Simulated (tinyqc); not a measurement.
Pariser-Parr-Pople SCF with singles CI, for the molecule ClC1=CC=C2C=CC=C12 (SMILES; centres numbered as the heavy atoms are written), step by step. Computed by tinyqc, a small Python program that keeps every step. Settings: charge = 0, gamma = MN, start = huckel, damping = 0, iteration cap = 51, excitations kept = 6. Command: `OMP_NUM_THREADS=1 python tinyqc.py 23237 23238 out.jsonl` (the two numbers bound the seeds that draw the settings). One thread of a shared host (Intel(R) Xeon(R) Processor @ 2.60GHz), about 0.01 s of CPU time with the checks. Later iterations appear only in the table of the cycle.

## PPP integrals

Centres (angstrom, eV; a flat drawing with bonds scaled to 1.40 angstrom):
```
centre         x         y  core charge z         W  gamma_rr
1Cl     -2.29100   1.41600              2  26.00000  13.00000
2C      -1.37900   0.35500              1  11.16000  11.13000
3C      -1.70100  -1.00800              1  11.16000  11.13000
4C      -0.50500  -1.73500              1  11.16000  11.13000
5C       0.55600  -0.82300              1  11.16000  11.13000
6C       1.95200  -0.70900              1  11.16000  11.13000
7C       2.27400   0.65400              1  11.16000  11.13000
8C       1.07800   1.38100              1  11.16000  11.13000
9C       0.01700   0.46900              1  11.16000  11.13000
```

Resonance integrals (eV):
```
i  j      beta
1  2  -1.59000
2  3  -2.39000
3  4  -2.39000
4  5  -2.39000
5  6  -2.39000
6  7  -2.39000
7  8  -2.39000
8  9  -2.39000
9  2  -2.39000
9  5  -2.39000
```

Mataga-Nishimoto: gamma = 14.399645/(R + a), a = 2 x 14.399645/(gamma_rr + gamma_ss); H_rr = -W_r - sum_(s != r) z_s gamma_rs; H_rs = beta for bonds.

repulsion gamma_rs (eV), lower triangle:
```
          1Cl        2C        3C        4C        5C        6C        7C        8C
1Cl  13.00000
2C    5.55413  11.13000
3C    3.90417   5.34451  11.13000
4C    2.99029   4.04580   5.34629  11.13000
5C    2.99030   4.04582   4.04673   5.34734  11.13000
6C    2.42464   3.00583   2.90375   3.63960   5.34426  11.13000
7C    2.47346   2.90375   2.57034   2.90404   4.04553   5.34451  11.13000
8C    3.15596   3.63960   2.90404   3.00693   4.04628   4.04580   5.34629  11.13000
9C    3.90421   5.34426   4.04553   4.04628   5.34569   4.04582   4.04673   5.34734

          9C
9C  11.13000
```

core matrix H (eV), lower triangle:
```
           1Cl         2C         3C         4C         5C         6C         7C         8C
1Cl  -53.39715
2C    -1.59000  -50.59783
3C     0.00000   -2.39000  -46.12953
4C     0.00000    0.00000   -2.39000  -45.47685
5C     0.00000    0.00000    0.00000   -2.39000  -49.36224
6C     0.00000    0.00000    0.00000    0.00000   -2.39000  -44.33883
7C     0.00000    0.00000    0.00000    0.00000    0.00000   -2.39000  -43.26811
8C     0.00000    0.00000    0.00000    0.00000    0.00000    0.00000   -2.39000  -45.80819
9C     0.00000   -2.39000    0.00000    0.00000   -2.39000    0.00000    0.00000   -2.39000

           9C
9C  -51.19007
```

## Starting guess

pi electrons, sum of z_r less the charge = 10

Orbitals of the Hueckel matrix of the beta values.

P at the start, lower triangle:
```
          1Cl        2C        3C        4C        5C        6C        7C       8C
1Cl   0.96940
2C    0.74152   1.02375
3C    0.03285   0.49735   1.15918
4C   -0.41064  -0.05777   0.76567   1.02318
5C   -0.07128  -0.07977  -0.19377   0.47107   1.18776
6C    0.35426  -0.07128  -0.15932   0.04570   0.56754   1.13444
7C    0.02386  -0.04644   0.16819  -0.06285  -0.21019   0.65711   1.17451
8C   -0.38516   0.04084   0.05003  -0.08770  -0.18779  -0.17011   0.64233  1.13011
9C    0.00331   0.42852  -0.21506  -0.07490   0.54066  -0.20257  -0.21451  0.58828

         9C
9C  1.19767
```

## Iteration 1: Fock matrix

F_rr = H_rr + P_rr gamma_rr / 2 + sum_(s != r) P_ss gamma_rs; F_rs = H_rs - P_rs gamma_rs / 2; E = tr P (H + F) / 2 + core repulsion sum_(r<s) z_r z_s gamma_rs.

F (eV), lower triangle:
```
           1Cl        2C        3C        4C        5C        6C        7C        8C
1Cl  -16.37475
2C    -3.64924  -7.04195
3C    -0.06412  -3.71905  -5.70565
4C     0.61397   0.11686  -4.43675  -4.40952
5C     0.10657   0.16137   0.39207  -3.64948  -3.76012
6C    -0.42948   0.10713   0.23131  -0.08317  -3.90653  -3.46548
7C    -0.02951   0.06742  -0.21616   0.09126   0.42516  -4.14597  -3.65397
8C     0.60777  -0.07431  -0.07265   0.13185   0.37992   0.34412  -4.10704  -4.21144
9C    -0.00646  -3.53505   0.43501   0.15154  -3.83509   0.40978   0.43404  -3.96286

          9C
9C  -4.70440
```

pi energy = -134.03417 eV

## Iteration 1: orbitals and new P

Diagonalise F (the basis is taken as orthonormal) and form P = 2 sum c c over the lowest orbitals.

orbital energies (eV): -17.91020  -12.63673  -10.25769  -8.73231  -7.28305  -4.35968  1.05396  3.03691  3.76152

P after iteration 1, lower triangle:
```
          1Cl        2C        3C        4C        5C        6C        7C       8C
1Cl   1.88604
2C    0.31457   0.95978
3C   -0.10275   0.57789   1.20852
4C   -0.13527   0.08753   0.68302   0.83528
5C    0.02401  -0.13363  -0.20034   0.52722   1.15221
6C    0.19192  -0.36215  -0.06020   0.30570   0.52660   0.78338
7C    0.04286  -0.10944   0.16399  -0.04463  -0.18216   0.61480   1.12819
8C   -0.19059   0.30558  -0.01604  -0.30532  -0.17505   0.15189   0.69975  0.86959
9C   -0.10748   0.55087  -0.27311  -0.11734   0.54695  -0.09824  -0.20012  0.46524

         9C
9C  1.17701
```

## Iteration 2: Fock matrix

As before.

F (eV), lower triangle:
```
           1Cl        2C        3C        4C        5C        6C        7C        8C
1Cl  -13.11607
2C    -2.46357  -5.19549
3C     0.20058  -3.93426  -5.32129
4C     0.20225  -0.17707  -4.21580  -5.17849
5C    -0.03590   0.27033   0.40536  -3.79962  -5.50895
6C    -0.23267   0.54427   0.08740  -0.55631  -3.79715  -5.50461
7C    -0.05301   0.15889  -0.21075   0.06480   0.36848  -4.03291  -5.74552
8C     0.30074  -0.55609   0.02330   0.45903   0.35416  -0.30727  -4.26054  -5.34517
9C     0.20980  -3.86199   0.55243   0.23740  -3.85192   0.19873   0.40491  -3.63390

          9C
9C  -5.33408
```

pi energy = -140.91703 eV

## Iteration 2: orbitals and new P

As before.

orbital energies (eV): -14.37643  -13.39422  -11.17810  -9.79444  -8.45368  -3.72257  0.54301  1.76085  2.36590

P after iteration 2, lower triangle:
```
          1Cl        2C        3C        4C        5C        6C        7C       8C
1Cl   1.92333
2C    0.28512   0.82722
3C   -0.09505   0.58329   1.15715
4C   -0.10176   0.15251   0.70614   0.85369
5C    0.01147  -0.10844  -0.21507   0.48296   1.17602
6C    0.13554  -0.35494  -0.09711   0.30579   0.55195   0.86487
7C    0.02464  -0.07358   0.15173  -0.03929  -0.21473   0.62918   1.13919
8C   -0.14164   0.32478  -0.00635  -0.31298  -0.17601   0.12352   0.67979  0.87277
9C   -0.08721   0.52605  -0.22057  -0.14170   0.54395  -0.13666  -0.21435  0.50192

         9C
9C  1.18576
```

## Convergence

Stop when output and input P, before any damping, agree to 1e-7.

Course of the cycle:
```
iteration        E (eV)  largest |P(out) - P(in)|
1          -134.0341741                  9.17e-01
2          -140.9170314                  1.33e-01
3          -141.1476754                  1.77e-02
4          -141.1576203                  6.49e-03
5          -141.1588745                  2.47e-03
6          -141.1590929                  1.42e-03
7          -141.1591607                  1.01e-03
8          -141.1592000                  7.98e-04
9          -141.1592302                  6.76e-04
10         -141.1592552                  6.22e-04
11         -141.1592763                  5.73e-04
...                 ...                       ...
41         -141.1593911                  4.73e-05
42         -141.1593912                  4.36e-05
43         -141.1593913                  4.01e-05
44         -141.1593914                  3.69e-05
45         -141.1593915                  3.40e-05
46         -141.1593916                  3.13e-05
47         -141.1593916                  2.88e-05
48         -141.1593917                  2.65e-05
49         -141.1593917                  2.44e-05
50         -141.1593917                  2.25e-05
51         -141.1593918                  2.07e-05
```

Not converged within 51 iterations: the residual falls steadily but slowly, by a factor of about 0.92 a step. Reruns (cap 100 unless said): damping 0.5: not converged; the original settings with a cap of 400: converged in 116 (E = -141.15939).
